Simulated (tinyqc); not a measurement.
What each parameter does: sp3s* tight binding.

sp3s* tight binding, nearest neighbours only: anion (a) at 0, cation (c) at a/4 (1,1,1), orbitals s, px, py, pz, s* on each; k in units of 2 pi/a. With phases e_j = exp(i (pi/2) k.n_j) for n = (1,1,1), (1,-1,-1), (-1,1,-1), (-1,-1,1): g0 = (e1+e2+e3+e4)/4, g1 = (e1+e2-e3-e4)/4, g2 = (e1-e2+e3-e4)/4, g3 = (e1-e2-e3+e4)/4. The diagonal holds the levels Esa, Epa, Exa (s*) and Esc, Epc, Exc. Anion-cation block: <sa|sc> = Vss g0; <sa|xc> = Vsapc g1; <xa|sc> = -Vscpa g1; <xa|xc> = Vxx g0; <xa|yc> = <ya|xc> = Vxy g3, <xa|zc> = <za|xc> = Vxy g2, <ya|zc> = <za|yc> = Vxy g1; <s*a|xc> = Vxapc g1; <xa|s*c> = -Vpaxc g1; y and z take g2 and g3 in place of g1; s-s* and s*-s* vanish.

Parameters, chosen for this exercise (near a published set for GaP, fitted to gaps, whose masses and valley positions are rough; shifted at random, so the results belong to these values and not to a real crystal): Esa = -7.993 eV (s level of the anion); Epa = 1.124 eV (p level of the anion); Esc = -2.225 eV (s level of the cation); Epc = 4.145 eV (p level of the cation); Exa = 8.488 eV (s* level of the anion); Exc = 7.131 eV (s* level of the cation); Vss = -7.582 eV (s-s); Vxx = 2.147 eV (px-px); Vxy = 5.076 eV (px-py); Vsapc = 4.312 eV (s anion, p cation); Vscpa = 6.261 eV (s cation, p anion); Vxapc = 4.605 eV (s* anion, p cation); Vpaxc = 5.02 eV (p anion, s* cation).

Gaps from the top of the valence band at Gamma; Delta is the minimum on (x,0,0), 0.5 <= x <= 1.

One parameter was then changed.

Results before and after:
```
case     Ev (eV)  gap Gamma (eV)  gap Delta (eV)  gap L (eV)
base      0.0094          2.9936          2.4197      2.4567
changed   0.0094          2.9936          2.2800      2.3536
```

Which of these changes was made? (a) Esc = -1.925 eV; (b) Vsapc = 4.012 eV; (c) Vpaxc = 5.22 eV; (d) Esa = -7.693 eV; (e) Exa = 8.188 eV; (f) Exc = 6.831 eV.

Answer: (b) Vsapc = 4.012 eV. Of the candidates, run in turn, only this one gives the changed row.

All candidates:
```
case              Ev (eV)  gap Gamma (eV)  gap Delta (eV)  gap L (eV)
base               0.0094          2.9936          2.4197      2.4567
Exc = 6.831 eV     0.0094          2.9936          2.4197      2.4386
Exa = 8.188 eV     0.0094          2.9936          2.3185      2.4231
Vsapc = 4.012 eV   0.0094          2.9936          2.2800      2.3536
Vpaxc = 5.22 eV    0.0094          2.9936          2.4197      2.4352
Esc = -1.925 eV    0.0094          3.1981          2.4197      2.5689
Esa = -7.693 eV    0.0094          3.0915          2.4497      2.5050
```

Exc, Exa, Vsapc and Vpaxc cannot move Ev or the gap at Gamma, whose blocks do not hold them; s parameters never move Ev, and move the gap only where the lowest empty level at Gamma is s-like.

(tinyqc, `OMP_NUM_THREADS=1 python tinyqc.py 1481755 1481756 out.jsonl`, Intel(R) Xeon(R) Processor @ 2.30GHz, 1 thread, shared host, about 0.1 s.)
